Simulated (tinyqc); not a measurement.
# Permittivity and interface capacitance from two thicknesses

Question. 1/C = t/(eps0 ek) + 2/ci for planar capacitors that differ only in thickness. Find ek, ci and the EOT of the interfaces, 2 x 3.9 eps0/ci.

Constants: eps0 = 8.8541878128e-14 F/cm where lengths are in cm. Results are converted to the units shown.

C at t = 5.8 and 17 nm (uF/cm^2): 3.9528849  1.3556924

Solution. 1/C is a straight line in t: the slope gives ek and the intercept 2/ci. A single thickness would give only the effective permittivity; when the interfaces are a small part of 1/C, ci needs very accurate data.

ek = 26.1
ci = 1.00e3 uF/cm^2
EOT of the interfaces = 0.00691 nm

Computed by the program tinyqc: `OMP_NUM_THREADS=1 python tinyqc.py 2102140 2102141 out.jsonl`, one thread of a shared Intel Xeon 2.30GHz, about 0.01 s for the whole run.
